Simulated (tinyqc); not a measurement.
Spin coating of a resist or spin-on film: centrifugal thinning, evaporation and the final thickness (Emslie and Meyerhofer models). From one set of inputs to another, one input at a time. Computed by tinyqc, a small Python program. Command: `OMP_NUM_THREADS=1 python tinyqc.py 3112906 3112907 out.jsonl spincoat ladder`. One thread of a shared host (Intel(R) Xeon(R) Processor @ 2.30GHz), about 0.2 s of CPU time with the checks.

A Newtonian film stays uniform over the wafer; solvent and solids have the same density and the concentration is uniform through the thickness.

The inputs printed are set A. Inputs not listed in the table keep their values of set A, so the rows need not describe a real material.

Inputs (values chosen for the exercise, of the order of those of a polymer resist in an ester solvent): solids volume fraction c0 = 0.31; kinematic viscosity of the solvent nu_s = 1.8 mm^2/s; viscosity constant k = 670 mm^2/s; viscosity exponent gamma = 2; spin speed f = 2500 rpm; evaporation rate at 1000 rpm e0 = 0.19 micrometre/s; starting thickness h0 = 200 micrometre; wafer radius R = 100 mm; shrinkage in the bake = 0.91 %.

Method:
- omega = 2 pi f/60; nu(c) = nu_s + k c^gamma; evaporation rate e = e0 sqrt(f/1000 rpm).
- Flow constant K = 2 omega^2/(3 nu(c0)); Reynolds number of the air omega R^2/nu_air with nu_air = 15 mm^2/s.
- Meyerhofer estimate: flow rules until (1 - c0) K h^3 = e, then evaporation alone: h_w = (e/((1 - c0) K))^(1/3), dry film c0 h_w.
- Full model for solids s and liquid l per area, h = s + l, c = s/h: ds/dt = -c Q, dl/dt = -(1 - c) Q - e, Q = 2 omega^2 h^3/(3 nu(c)); integrated adaptively (relative tolerance 1e-9) until l = 0.
- Dry film = s at l = 0, before the bake; film after the bake = s x (1 - shrinkage).

Each row keeps all changes above it:
```
input moved                                       from     to  dry film (nm)  dry film, estimate (nm)  wet thickness h_w (micrometre)
set A                                                -      -         2780.6                   2658.5                          8.5757
kinematic viscosity of the solvent nu_s (mm^2/s)   1.8   0.86         2771.1                   2645.8                          8.5349
solids volume fraction c0                         0.31   0.29         2480.0                   2346.5                          8.0914
viscosity exponent gamma                             2    3.4         1532.5                   1346.9                          4.6445
viscosity constant k (mm^2/s)                      670   4700         2888.4                   2518.4                          8.6842
evaporation rate at 1000 rpm e0 (micrometre/s)    0.19  0.084         2200.4                   1918.5                          6.6156
```

Which inputs carry the difference?

dry film goes from 2780 to 2200, a factor 0.791 in all. The largest single move comes from viscosity constant k (a factor 1.88), but it runs against the net change; the largest move in the direction of the net change is viscosity exponent gamma (a factor 0.618). dry film, estimate goes from 2660 to 1920, a factor 0.722 in all. The largest single move comes from viscosity constant k (a factor 1.87), but it runs against the net change; the largest move in the direction of the net change is viscosity exponent gamma (a factor 0.574). wet thickness h_w goes from 8.58 to 6.62, a factor 0.771 in all. The largest single move comes from viscosity constant k (a factor 1.87), but it runs against the net change; the largest move in the direction of the net change is viscosity exponent gamma (a factor 0.574). The single moves hold for this order of the switches; the total does not depend on the order.

Extremes, crossings and ranges named in words are read from the listed rows.
